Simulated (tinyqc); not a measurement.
Inside a calculation. Model: square on-chip spiral inductor, lumped pi model.

Computed by the program tinyqc: `OMP_NUM_THREADS=1 python tinyqc.py 2302161 2302162 out.jsonl`, one thread of a shared Intel Xeon 2.30GHz, about 0.01 s for the whole run. Printed values are rounded.

Outer diameter do = di + 2 n wd + 2 (n - 1) sp, mean da = (do + di)/2, fill p = (do - di)/(do + di), length l = 4 n da. L = 2.34 mu0 n^2 da/(1 + 2.75 p), mu0 = 4 pi 1e-7 H/m. Rs = rho l/(wd delta (1 - exp(-th/delta))), delta = sqrt(rho/(pi f mu0)). Cs = n wd^2 eps0 eo/hu across the coil. At each end Cox = l wd eps0 eo/(2 ho) leads to the substrate branch Rsi = 2 rs he/(l wd) in parallel with Csi = l wd eps0 11.7/(2 he). With one end grounded Y = 1/(Rs + i w L) + i w Cs + 1/[1/(i w Cox) + 1/(1/Rsi + i w Csi)], w = 2 pi f; Q = -Im Y/Re Y. Eddy currents in neighbouring turns and in the substrate are left out.

Inputs (values chosen for the exercise); values of the order met in silicon radio-frequency processes:
```
symbol  value     unit                                     meaning
n         5.5                                      number of turns
wd          8       um                                  line width
sp          2       um                         space between turns
di         40       um                              inner diameter
th        0.9       um                             metal thickness
rho       2.2  uohm cm                           metal resistivity
ho        7.2       um                        oxide below the coil
hu        1.4       um            oxide between coil and underpass
eo          3                   relative permittivity of the oxide
rs        100   ohm cm                       substrate resistivity
he         30       um  effective spreading depth in the substrate
f         3.5      GHz                                   frequency
```

Constants: eps0 = 8.8541878128e-12 F/m. Results are converted to the units shown.

## Geometry and model elements

do, l, L, delta, Rs, Cs, Cox, Rsi and Csi as defined.

do = 146 um
l = 2046 um
L = 3.22236 nH
delta = 1.26182 um
Rs = 8.74400 ohm
Cs = 6.67859 fF
Cox = 30.1928 fF
Rsi = 3665.69 ohm
Csi = 28.2604 fF

Rs is 1.40 times the direct-current value in this empirical form, which overstates the skin effect of a flat slab when delta is near th and so stands in for some current crowding.

## Admittance, quality factor and apparent inductance

Series branch 1/(Rs + i w L), substrate branch, total Y, Q = -Im Y/Re Y, apparent inductance Im(1/Y)/w, metal-only value w L/Rs, share of the loss in the substrate Re(substrate branch)/Re Y.

series branch = 1.7152-13.9000i mS
substrate branch = 0.069647+0.335793i mS
Y = 1.7848-13.4174i mS
Q = 7.51755
apparent inductance = 3.33017 nH
w L/Rs = 8.10422
share of the loss in the substrate = 3.90221 %

Q is 92.8 % of the metal-only value.
